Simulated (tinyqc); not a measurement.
Inside a calculation. Model: anisotropic wet etching of Si(100): plane rates, V-grooves, membranes and undercut. Computed by tinyqc, a small Python program that keeps every step. Command: `OMP_NUM_THREADS=1 python tinyqc.py 3020244 3020245 out.jsonl wetetch walk`. One thread of a shared host (Intel(R) Xeon(R) Processor @ 2.30GHz), about 0.01 s of CPU time with the checks. Intermediate numbers are printed to about 5 digits and carried at full precision; extremes and crossings named in words are read from the listed rows.

A long slot opens the mask on a (100) wafer. The floor etches at R100; (111) walls stand at theta = arctan(sqrt2) = 54.7356 degrees to the surface and recede at R111 along their normal.

Inputs (values chosen for the exercise, close to those used for potassium hydroxide solutions): prefactor k0 of the (100) rate = 5.5e+08 um/min; activation energy of (100), E = 0.596 eV; ratio (100)/(111) at 80 C = 52; extra energy of (111), dE = 0.14 eV; ratio (100)/oxide at 80 C = 120; extra energy of the oxide, dE_ox = 0.23 eV; corner undercut rate over (100) rate, c = 3.2; bath temperature T = 85 C; width w (mask opening along <110>, or membrane width in the design step) = 5.2 um; misalignment of the mask = 0.2 degrees; etch time t = 6.4 min; wafer thickness d = 380 um; membrane thickness wanted = 47 um.

Constants: k_B = 8.617333262e-05 eV/K.

## Rates

R100 = k0 exp(-E/(k_B T)); a ratio given at 80 C scales as exp[(extra energy/k_B)(1/T - 1/353.15 K)]; R111 and R_ox follow by division. Temperatures in kelvin are T(C) + 273.15.

R100 = 2.2575 um/min

R111 = 0.046294 um/min

R_ox = 0.020906 um/min

anisotropy R100/R111 = 48.765

## Shape after the time t

A misaligned edge exposes ledges and adds R100 sin(misalignment) to the lateral rate (a simple estimate): u = R111/sin(theta) + R100 sin(misalignment). Top width W = w + 2 u t; floor width b = W - 2 z/tan(theta) = W - sqrt2 z. The floor lasts until b = 0, at t_V = w/(sqrt2 R100 - 2u); depth z = R100 t before t_V and W/sqrt2 after.

lateral rate u = 0.064578 um/min

time t_V to close the V = 1.6974 min

top width W = 6.0266 um

depth z = 4.2614 um

floor width b = 0 um

The groove has closed to a V and now deepens at sqrt2 u = 0.0913 um/min, 4.0 % of R100.

## Designing a membrane from the back side

Etch depth d - membrane, time = depth/R100; for a membrane as wide as w the opening must be w + sqrt2 depth - 2 u time; oxide mask consumed R_ox x time; a 1 K error changes the depth by the fraction E/(k_B T^2); a convex mask corner, such as that of a mesa, would retreat by c x depth.

time to reach the membrane = 147.51 min

opening needed = 457.08 um

oxide consumed = 3083.8 nm

depth error per kelvin = 17.955 um

retreat of a convex corner = 1065.6 um

The error per kelvin is 38 % of the membrane, so a timed etch cannot hold it and an etch stop is needed. The oxide loss calls for a nitride mask. A corner retreat larger than the depth shows why mesas need compensation structures. Caution: the remaining silicon is too narrow for its thickness to act as a membrane. Caution: rates also depend on concentration, doping, additives and stirring, all held fixed here.

## Speed against selectivity over temperature

Each row etches to the depth d - membrane; undercut per side = (R111/sin(theta) + R100 sin(misalignment)) x time.

Etching to a fixed depth:
```
T (C)  R100 (um/min)  R100/R111  time (h)  undercut (um)  oxide consumed (nm)
30            0.0679     111.05    81.706          4.835                797.8
40            0.1408      93.59    39.432          5.520               1056.8
50            0.2788      79.70    19.908          6.279               1375.8
60            0.5300      68.54    10.472          7.113               1762.9
70            0.9706      59.46     5.718          8.021               2226.4
80            1.7175      52.00     3.231          9.005               2775.0
90            2.9451      45.81     1.884         10.065               3417.0
100           4.9064      40.64     1.131         11.199               4160.9
```

From 30 to 100 C the time falls by a factor 72.2, while the oxide loss grows by 5.22 and the undercut by 2.32: the slower planes and the mask have the higher activation energies, so heat costs selectivity. Misalignment gives 1.16 um of the undercut at any T.

Checks made by the program: depth against time integration (relative difference below 1e-10).
